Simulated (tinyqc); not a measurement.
# Ballast resistance and gain from the on-state line

Problem. At high current V = BV (1 + be)^(-1/n) + I Ro. Find Ro, the intercept and be.

Parameters, values chosen for the exercise: junction breakdown voltage BV = 6.2 V; exponent of the multiplication n = 4.9.

V at I = 5.8 and 11.7 mA/um (V): 7.3058518  10.727852

Solution. The slope is Ro; the intercept over BV is (1 + be)^(-1/n).

Ro = 580.0 ohm um
intercept = 3.942 V
be = 8.200

Program tinyqc, `OMP_NUM_THREADS=1 python tinyqc.py 2670151 2670152 out.jsonl`; Intel Xeon 2.30GHz, shared host, one thread, about 0.02 s.
